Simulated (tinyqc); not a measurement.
# Thermionic-field emission through a Schottky barrier, WKB: contact resistivity against doping

Metal on an n-type semiconductor with one parabolic valley; V > 0 is forward bias (metal positive). Energies E are counted from the conduction edge of the neutral semiconductor, whose Fermi level lies at -xi; that of the metal lies at -xi - V. The barrier is a parabola of height Vd = phi - xi - V (depletion approximation, no image force).

Nc = 2 (2 pi me m0 kB T/h^2)^1.5 (times 1e-6 for cm^-3); Nd = Nc F12(-xi/Vt), F12(x) = (2/sqrt(pi)) int_0^infinity sqrt(u)/(1 + exp(u - x)) du; E00 = (hbar/2) sqrt(Nd/(me m0 eps0 eps_r)) in SI units (volts). For E < Vd, ln T(E) = -(Vd/E00) [sqrt(1 - y) - y ln((1 + sqrt(1 - y))/sqrt(y))], y = E/Vd; T(E) = 1 above. J = A* T (q/kB) int_0^infinity T(E) N(E) dE, N = ln[(1 + exp((-xi - E)/Vt))/(1 + exp((-xi - V - E)/Vt))], A* = 4 pi q me m0 kB^2/h^3 (times 1e-4 for A/(cm^2 K^2)). The integral is converged to the digits shown; the share over the barrier is that of E > Vd, and 0 means below 1e-6 %. The contact resistivity is rho_c = 1/(dJ/dV) at V = 0, where N becomes V f/Vt with f = 1/(1 + exp((E + xi)/Vt)). The last column is the thermionic value Vt exp(phi/Vt)/(A* T^2). By a common rule of thumb, E00/Vt below 0.5 marks thermionic emission, 0.5 to 5 thermionic-field emission and above 5 field emission.

Values chosen for this exercise; band and dielectric values close to those of cadmium telluride:

| symbol | value | unit | meaning |
|---|---|---|---|
| T | 300 | K | temperature |
| me | 0.101 | m0 | electron mass |
| eps_r | 10.1 |  | relative permittivity |
| phi | 0.68 | eV | barrier height seen from the metal |

Constants: q = 1.602176634e-19 C, kB = 1.380649e-23 J/K, eps0 = 8.8541878128e-12 F/m, hbar = 1.054571817e-34 J s, h = 6.62607015e-34 J s, m0 = 9.1093837015e-31 kg, Vt = kB T/q. Results are converted to the units shown.

Results:
```
Nd (cm^-3)	E00/Vt	rho_c (ohm cm^2)	thermionic rho_c (ohm cm^2)
9.3e16	0.2168	1163	6275
2.1e17	0.3259	509.0	6275
4.9e17	0.4977	118.3	6275
1.1e18	0.7458	10.67	6275
2.6e18	1.147	0.1674	6275
5.9e18	1.727	0.001161	6275
3.1e19	3.959	4.791e-7	6275
7.1e19	5.992	4.565e-8	6275
```

Estimate the missing row, Nd = 1.3e19 cm^-3.

Computed row:
```
Nd (cm^-3)	E00/Vt	rho_c (ohm cm^2)	thermionic rho_c (ohm cm^2)
1.3e19	2.564	1.616e-5	6275
```

With this row back in the table: rho_c falls from 1160 to 4.56e-8 ohm cm^2: 0.19 of the thermionic value in the first row (thermionic emission) and 7.3e-12 of it in the last (field emission). Between the last two rows ln rho_c changes by 0.709 eV for each unit of 1/E00, to be set beside phi = 0.68 eV of the rule rho_c ~ exp(phi/E00). Even in the first row most of the current tunnels through the thin top of the barrier.

Range of the model: The depletion approximation, a parabolic band and the neglect of image-force lowering make these currents estimates at high doping.

Program tinyqc, `OMP_NUM_THREADS=1 python tinyqc.py 2640107 2640108 out.jsonl`; Intel Xeon 2.30GHz, shared host, one thread, about 0.05 s.
